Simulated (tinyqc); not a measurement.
Width of the well: hydrogenic donor in a hard-walled well (variational).

Trial function cos(pi z/L) exp(-r/lam), r measured from the donor at zi, walls at +/- L/2, one eps everywhere. Counted from the lowest subband, E(lam) = c/(m lam^2) - (q/eps) I0/I1, with I0 the integral of cos^2(pi z/L) exp(-2|z - zi|/lam) over the well and I1 the same with the factor (|z - zi| + lam/2); c = hbar^2/2m0, q = e^2/(4 pi eps0). The binding energy is -E at the minimum.

Constants: hbar^2/2m0 = 3.80998211 eV angstrom^2; e^2/(4 pi eps0) = 14.39964547 eV angstrom.

Parameters, chosen for this exercise (out of a larger set: near those of Ge, with one mean mass; not measured data): m = 0.118 m0 (mass); eps = 16.1 (dielectric constant); Ls = (15, 36, 55, 128, 277, 459, 969) angstrom (widths).

Ry* = 6.1937 meV
a* = 72.201 angstrom

Donor at the centre and at the wall (zi = L/2).

Binding:
```
L (angstrom)   L/a*  centre (meV)  in Ry*  wall (meV)  in Ry*  centre/wall
15             0.21         20.40   3.294       15.09   2.436         1.35
36             0.50         17.07   2.756       10.71   1.729         1.59
55             0.76         15.18   2.451        8.75   1.412         1.74
128            1.77         11.44   1.847        5.52   0.892         2.07
277            3.84          8.65   1.397        3.49   0.564         2.48
459            6.36          7.41   1.197        2.61   0.421         2.84
969           13.42          6.52   1.052        1.87   0.301         3.49
```

At the centre the binding falls from 3.29 to 1.05 Ry*, between the limits 4 and 1. At the wall it falls from 2.44 to 0.30 Ry*, towards 1/4: the wall forces a node through the donor, as in a 2p state. With this trial function, which underbinds wall donors by about a tenth, the wall donor drops below the bulk value between 55 and 128 angstrom. The ratio grows from 1.35 to 3.49.

tinyqc: `OMP_NUM_THREADS=1 python tinyqc.py 1250353 1250354 out.jsonl`; about 0.02 s, one thread, shared Intel(R) Xeon(R) Processor @ 2.30GHz.
